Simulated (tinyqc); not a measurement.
# Voltage acceleration of oxide breakdown, four models on the same data: lifetime against voltage in four models

Field E = V/tox in MV/cm. Models: ln(t63/1 s) = a - c X with X = E (E model), -1/E (1/E model), ln V (power law, c the exponent n) or sqrt(E).

a and c were fitted to stress data from 2.99 to 4.03 V. Project to Vu, multiply by exp[(Ea q/kB)(1/Tu - 1/Ts)] and by ks; ten years are 3.15576e8 s.

Parameters, values chosen for the exercise: oxide thickness tox = 3 nm; stress temperature Ts = 398 K; use temperature Tu = 328 K; activation energy Ea = 0.88 eV; factor for area and percentile ks = 5.9e-6.

Constants: q = 1.602176634e-19 C, kB = 1.380649e-23 J/K. Results are converted to the units shown.

```
model         c         a
E       3.39003   43.8681
1/E     451.403  -34.9522
power   39.3362   53.3054
sqrt E  23.1277   83.1680
```

Lifetime against voltage in four models:
```
Vu (V)  log10 years, E  log10 years, 1/E  log10 years, power  log10 years, sqrt E
1.44             1.635             15.31               6.571                3.763
1.73            0.2115             8.466               3.436                1.649
2.03            -1.261             3.442              0.7044              -0.3586
2.32            -2.684           -0.1795              -1.577               -2.163
2.61            -4.107            -2.996              -3.589               -3.857
2.9             -5.530            -5.249              -5.389               -5.459
3.2             -7.003            -7.151              -7.071               -7.035
3.49            -8.426            -8.678              -8.553               -8.489
```

Read the table: what changes, and by how much?

The four agree within 0.25 decades in the last row, inside the stress range, and part by 13.7 decades in the first. The local exponent -d ln t/d ln V is c E for the E model, which shrinks as V falls, constant for the power law, and c/E for the 1/E model, which grows as V falls.

Range of the model: All four laws are empirical fits; none is established far below the stress range.

Computed by the program tinyqc: `OMP_NUM_THREADS=1 python tinyqc.py 2070102 2070103 out.jsonl`, one thread of a shared Intel Xeon 2.30GHz, about 0.01 s for the whole run.
